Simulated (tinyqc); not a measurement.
From capture time tau_c back to relaxation energy E_R: oxide trap near a transistor channel: two-state multiphonon kinetics, telegraph noise and bias instability. Computed by tinyqc, a small Python program. Command: `OMP_NUM_THREADS=1 python tinyqc.py 3022518 3022519 out.jsonl oxidetrap inv`. One thread of a shared host (Intel(R) Xeon(R) Processor @ 2.30GHz), about 0.02 s of CPU time with the checks.

An n-channel device under positive gate bias. The trap is empty (state 1) or holds an electron (state 2); both states are parabolas of equal curvature, and the electron reservoir is taken at the Fermi level of the channel.

Inputs (values chosen for the exercise, with an insulator like Al2O3 on silicon):
```
quantity                                value   unit
trap depth x from the interface          0.64     nm
tunnel barrier phi_b                     2.16     eV
tunnelling mass m_ox                     0.33    m_0
trap level above E_F at zero field E_t    0.4     eV
oxide field F                             3.2  MV/cm
attempt rate k_0 at the interface       2e+12    1/s
temperature T                             400      K
```

Parts treated: one trap and an ensemble.

Constants: hbar^2/(2 m_0) = 3.80998212 eV angstrom^2; k_B = 8.617333262e-05 eV/K.

Method. kappa = sqrt(2 m_ox phi_b)/hbar = sqrt(m_ox phi_b/(hbar^2/2m_0)); attenuation length lambda = 1/(2 kappa); factor exp(-x/lambda) for a rectangular barrier. E_21 = E_t - e F x is the energy of state 2 over state 1; barriers E_c = (E_R + E_21)^2/(4 E_R), E_e = E_c - E_21; tau_c = exp(E_c/k_B T)/(k_0 P), tau_e = exp(E_e/k_B T)/(k_0 P), P the tunnelling factor; occupation f_2 = tau_e/(tau_c + tau_e); 1/tau_0 = 1/tau_c + 1/tau_e.

Task: A run gave the result below. Find the relaxation energy E_R, known to lie between 0.98 and 3 eV.

capture time tau_c = 0.0007367426 s

Result:

Each step takes the trial c = (a f_b - b f_a)/(f_b - f_a), f being the result less the target and a, b, c the logarithms of the listed values; c replaces end b, the old b replaces a if the sign of f changed, and otherwise f_a is halved.

Scan of the range:
```
relaxation energy E_R (eV)  capture time tau_c (s)
0.98                                   3.48709e-06
1.18                                   1.41801e-05
1.42                                   7.77060e-05
1.71                                   6.16000e-04
2.07                                   8.15313e-03
2.49                                   1.67682e-01
3.00                                   6.64847e+00
```

False position (Illinois rule, in the logarithm of the input) inside the bracket:
```
step    end a    end b    trial  capture time tau_c (s)
1     1.71000  2.07000  1.71524             6.39553e-04
2     2.07000  1.71524  1.71942             6.58963e-04
3     2.07000  1.71942  1.72599             6.90687e-04
4     2.07000  1.72599  1.73361             7.29421e-04
5     2.07000  1.73361  1.73602             7.42123e-04
6     1.73361  1.73602  1.73499             7.36714e-04
7     1.73602  1.73499  1.73500             7.36742e-04
8     1.73602  1.73500  1.73500             7.36743e-04
9     1.73500  1.73500  1.73500             7.36743e-04
```

Capture time tau_c rises at every point of a 13-point scan of the range (every second point is shown), so one value fits; it is bracketed by 1.71 and 2.07. Answer: relaxation energy E_R = 1.735 eV.
